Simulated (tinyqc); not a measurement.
Changing the temperature T: harmonic transition-state theory with quantum, tunnelling and friction corrections. Computed by tinyqc, a small Python program. Command: `OMP_NUM_THREADS=1 python tinyqc.py 3005964 3005965 out.jsonl rates sweep`. One thread of a shared host (Intel(R) Xeon(R) Processor @ 2.30GHz), about 0.02 s of CPU time with the checks.

One atom hops between equivalent sites; three modes at the minimum and two real modes at the saddle are treated as harmonic, the rest of the crystal as unchanged; melting is ignored, so hot rows may lie above the melting point.

Inputs (values chosen for the exercise, modelled on interstitial hydrogen in silicon):

| quantity | value | unit |
|---|---|---|
| barrier E_b | 0.497 | eV |
| imaginary frequency at the saddle nu_b | 18.4 | THz |
| jump length d | 1.92 | angstrom |
| number of jump directions z | 6 | - |

Lattice of sites: three-dimensional.

frequencies at the minimum (THz): 45.8  49.4  53.1

real frequencies at the saddle (THz): 46.5  57.5

Constants: k_B = 8.617333262e-05 eV/K; h x 1 THz = 4.135667696 meV.

Method:
- Vineyard: nu* = product of minimum frequencies / product of real saddle frequencies; k_cl = nu* exp(-E_b/(k_B T)).
- Activation entropy S = k_B ln(nu* h/(k_B T)); for uncorrelated jumps D = z k d^2/6 and D0 = z nu* d^2/6; 1 angstrom^2 = 1e-16 cm^2.
- Quantum harmonic: k_q = (k_B T/h) [prod 2 sinh(x_i/2) (minimum) / prod 2 sinh(x_j/2) (saddle)] exp(-E_b/(k_B T)), x = h nu/(k_B T).
- Zero-point correction to the barrier = (h/2)(sum of saddle frequencies - sum of minimum frequencies).
- With u = h nu_b/(k_B T): Wigner factor 1 + u^2/24; parabolic barrier (Bell) (u/2)/sin(u/2), valid above T_c = h nu_b/(2 pi k_B); symmetric Eckart barrier: kappa = int_0^infinity P(E) exp(-(E - E_b)/(k_B T)) dE/(k_B T), P = (cosh 2a - 1)/(cosh 2a + cosh 2d), a = alpha sqrt(E/E_b), alpha = 2 pi E_b/(h nu_b), 2d = 2 sqrt(alpha^2 - pi^2/4).

One run for each value:

| temperature T (K) | classical rate k_cl (1/s) | ratio k_q/k_cl | Eckart factor | classical diffusivity D (cm^2/s) |
|---|---|---|---|---|
| 230 | 5.7845e+02 | 10.845 | 2.0047 | 2.1324e-13 |
| 280 | 5.0928e+04 | 5.782 | 1.5781 | 1.8774e-11 |
| 350 | 3.1339e+06 | 3.378 | 1.3342 | 1.1553e-09 |
| 430 | 6.7223e+07 | 2.350 | 1.2105 | 2.4781e-08 |
| 540 | 1.0330e+09 | 1.764 | 1.1301 | 3.8081e-07 |
| 660 | 7.2021e+09 | 1.479 | 1.0867 | 2.6550e-06 |
| 820 | 3.9625e+10 | 1.295 | 1.0566 | 1.4607e-05 |
| 1000 | 1.4054e+11 | 1.193 | 1.0387 | 5.1808e-05 |
| 1300 | 5.3189e+11 | 1.111 | 1.0238 | 1.9608e-04 |

Over the rows, classical rate k_cl (1/s) rises from 578 to 5.32e11 (exponent d ln y / d ln x 23 between the first rows and 5.1 between the last); ratio k_q/k_cl falls from 10.8 to 1.11 (exponent d ln y / d ln x -3.2 between the first rows and -0.27 between the last); Eckart factor falls from 2.00 to 1.02 (exponent d ln y / d ln x -1.2 between the first rows and -0.055 between the last). The apparent barrier of the corrected rate k_cl (k_q/k_cl) kappa(Eckart) is 0.401 eV between the coldest rows and 0.465 eV between the hottest, against E_b = 0.497 eV.

Caution (all rows): h nu exceeds k_B T, so zero-point and tunnelling corrections to the classical rate matter. Caution (rows 1300): the barrier is under 5 k_B T, where harmonic rate theory loses accuracy.

Extremes, crossings and ranges named in words are read from the listed rows.
